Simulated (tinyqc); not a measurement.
Elastic strain and critical thickness of a cubic alloy layer A(1-x)B(x) on a thick substrate: one step, computed by the program tinyqc. Command: `OMP_NUM_THREADS=1 python tinyqc.py 3024617 3024618 out.jsonl misfit walk`. One thread of a shared host (Intel(R) Xeon(R) Processor @ 2.30GHz), about 0.01 s of CPU time with the checks.

Strain is positive in tension. The layer is coherent with the substrate unless said otherwise.

Question. Isotropic constants and the prefactor A. Voigt averages: G = (C11 - C12 + 3 C44)/5, B = (C11 + 2 C12)/3, nu = (3 B - 2 G)/(2 (3 B + G)); b = a/sqrt(2). The 60-degree dislocation has cos alpha = 1/2, and cos lambda = 1/2 on (001). Matthews-Blakeslee: h_c = A [ln(h_c/b) + 1], A = b (1 - nu cos^2 alpha)/(8 pi |f| (1 + nu) cos lambda), the factor 8 pi being that of an uncapped layer.

Growth plane: (001). Layer: uncapped. Misfit dislocation: 60-degree.

elastic constants (GPa): C11 119.7140, C12 58.8526, C44 56.4050

free lattice constant a = 5.68926 angstrom

misfit f = -0.006373412

Give: shear modulus G; Poisson ratio nu; Burgers vector b; prefactor A.

Answer.

shear modulus G = 46.01528 GPa

Poisson ratio nu = 0.2565

Burgers vector b = 0.4023 nm

prefactor A = 3.741 nm
